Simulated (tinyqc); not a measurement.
## MOS inversion layer, Poisson-Schroedinger loop: effect of the sheet density of depletion charge

Electrons confined at an insulator interface at z = 0, treated as a hard wall; parabolic valleys, Hartree approximation, no image or exchange terms. The depletion charge lies far deeper than the electrons and gives a uniform field q Nd/(eps0 eps_r); the gate balances all charge. Energies are counted from the band edge at the interface.

Schroedinger equation -(C/mz) psi'' + (V0 + U + dE for set B) psi = E psi, C = hbar^2/(2 m0), psi(0) = 0, on a uniform mesh of 800 nodes with a far wall at 77 nm, 8 levels a set; V0 = q Nd z/(eps0 eps_r); dU/dz = q (Ns - integral of n from 0 to z)/(eps0 eps_r), U(0) = 0; N_k = g md m0 q Vt/(pi hbar^2) ln(1 + exp((EF - E_k)/Vt)), g the number of valleys of the set, sum N_k = Ns. Triangular well: E_k = a_k (C F^2/mz)^(1/3), a_1 = 2.338107, a_2 = 4.087949, C = hbar^2/(2 m0), F in eV/nm. Fang-Howard (all electrons in the lowest level of set A): b^3 = 6 (mz1/C) q (Nd + 11 Ns/32)/(eps0 eps_r), centroid 3/b, level C b^2/(4 mz1) + (3/b) q (Nd + 11 Ns/16)/(eps0 eps_r). The centroid adds 3.9 z_av/eps_r to an oxide-equivalent thickness.

Parameters, values chosen for the exercise; masses and permittivity close to those of germanium (111): temperature T = 300 K; relative permittivity eps_r = 15.9; mass along z of valley set A (1 valley(s)) mz1 = 1.57 m0; in-plane density-of-states mass of set A md1 = 0.0834 m0; mass along z of valley set B (3 valley(s)) mz2 = 0.0937 m0; in-plane density-of-states mass of set B md2 = 0.343 m0; sheet density of electrons Ns = 1.7e12 cm^-2; extra shift of set B (strain) dE = 0 eV.

Constants: q = 1.602176634e-19 C, kB = 1.380649e-23 J/K, hbar = 1.054571817e-34 J s, m0 = 9.1093837015e-31 kg, Vt = kB T/q, eps0 = 8.8541878128e-14 F/cm where lengths are in cm, hbar^2/(2 m0) = 0.0380998212 eV nm^2. Results are converted to the units shown.

Effect of the sheet density of depletion charge:
```
Nd (cm^-2)	A1 (meV)	B1 (meV)	EF (meV)	share of A1 (%)	share of set A (%)	centroid z_av (nm)	added oxide equivalent (nm)	Fang-Howard centroid (nm)
1e11	48.1	104	32.4	23.0	41.9	7.38	1.81	2.41
1.7e11	49.3	106	35.5	24.4	43.7	6.48	1.59	2.33
3.1e11	51.7	111	41.3	27.2	47.0	5.36	1.31	2.21
5.3e11	55.3	120	49.9	31.4	51.4	4.40	1.08	2.05
9.4e11	61.9	137	64.0	38.9	58.6	3.46	0.848	1.85
1.6e12	72.0	162	83.6	50.0	68.6	2.66	0.652	1.64
2.9e12	90.3	210	115	67.7	83.4	1.86	0.457	1.40
5e12	117	280	153	85.0	95.2	1.31	0.321	1.20
```

Read the table: what changes, and by how much?

As Nd goes from 1e11 to 5e12, A1 rises from 48.1 to 117 meV, the share of A1 rises from 23.0 to 85.0 % and the centroid falls from 7.38 to 1.31 nm. A1 goes as Nd^(0.48) between the last two rows (a triangular well in the field of that charge alone gives 2/3). EF lies more than 2 meV above A1 for Nd = 9.4e11, 1.6e12, 2.9e12, 5e12. The Fang-Howard centroid is 67 % below the full one in the first row, where A1 holds 23.0 %, and 8.4 % below it in the last, where A1 holds 85.0 %. For Nd = 1e11, 1.7e11, 3.1e11 the eighth level of a set still holds over 0.4 % of the electrons, so more levels and a farther wall would raise the centroid.

Program tinyqc, `OMP_NUM_THREADS=1 python tinyqc.py 2160049 2160050 out.jsonl`; Intel Xeon 2.30GHz, shared host, one thread, about 0.9 s.
